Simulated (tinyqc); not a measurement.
Heisenberg magnet: exchange from energy differences, ordering vector, linear spin waves and ordering temperature: one step, computed by the program tinyqc. Command: `OMP_NUM_THREADS=1 python tinyqc.py 3003107 3003108 out.jsonl magnon walk`. One thread of a shared host (Intel(R) Xeon(R) Processor @ 2.30GHz), about 0.2 s of CPU time with the checks.

H = -sum over pairs <ij> J_ij S_i.S_j - K sum_i (S_i^z)^2, each pair once, J > 0 ferromagnetic. First neighbours: 6 at a (1, 0, 0), second: 12 at a (1, 1, 0), with all permutations and signs.

Question. Energies of ordered states. J(q) = J1 g1(q) + J2 g2(q), g_s(q) = sum over shell s of cos(q.R). A classical spiral or collinear state of wave vector Q has the exchange energy -(S^2/2) J(Q) per site.

Inputs (values chosen for the exercise, for a model magnet): exchange J1 = -0.564 meV; exchange J2 = 0.15 meV; spin S = 2.

Lattice: simple cubic.

Give: States, Q in 2 pi/a.

Answer.

States, Q in 2 pi/a:
```
Q                  g1  g2  energy (meV/site)
G (0, 0, 0)         6  12              3.168
X (0.5, 0, 0)       2  -4              3.456
M (0.5, 0.5, 0)    -2  -4             -1.056
R (0.5, 0.5, 0.5)  -6  12            -10.368
```

The lowest of these is R (0.5, 0.5, 0.5), 9.312 meV per site below M (0.5, 0.5, 0).
